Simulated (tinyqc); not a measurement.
Time-dependent dielectric breakdown: cell percolation, Weibull statistics, area scaling and voltage extrapolation: one step, computed by the program tinyqc.

The oxide is divided into columns of area a^2, each holding m = t_ox/a cells (m is taken as continuous). A share lambda(t) = (t/t_1)^alpha of the cells is defective, and a column whose cells are all defective breaks down.

Task: A sample of breakdown times. Each device fails at t = t63 (-ln(1 - u))^(1/beta). Sort the times; median rank F_i = (i - 0.3)/(n_s + 0.4) for n_s devices; W = ln(-ln(1 - F_i)).

characteristic life t63 = 74612.74 s

uniform random numbers u: 0.1331  0.4541  0.4304  0.3555  0.5107  0.0375  0.4520  0.6394  0.7119

Weibull slope beta = 1.209

Give: Weibull plot.

Result:

Weibull plot:

| i | t (s) | F_i | ln t | W |
|---|---|---|---|---|
| 1 | 5014 | 0.0745 | 8.52 | -2.559 |
| 2 | 14919 | 0.1809 | 9.61 | -1.612 |
| 3 | 37785 | 0.2872 | 10.54 | -1.083 |
| 4 | 46381 | 0.3936 | 10.74 | -0.693 |
| 5 | 49000 | 0.5000 | 10.80 | -0.367 |
| 6 | 49259 | 0.6064 | 10.80 | -0.070 |
| 7 | 56519 | 0.7128 | 10.94 | 0.221 |
| 8 | 75844 | 0.8191 | 11.24 | 0.537 |
| 9 | 89407 | 0.9255 | 11.40 | 0.955 |

Caution: t_1 is an input here; in a real oxide it changes with thickness at fixed voltage.
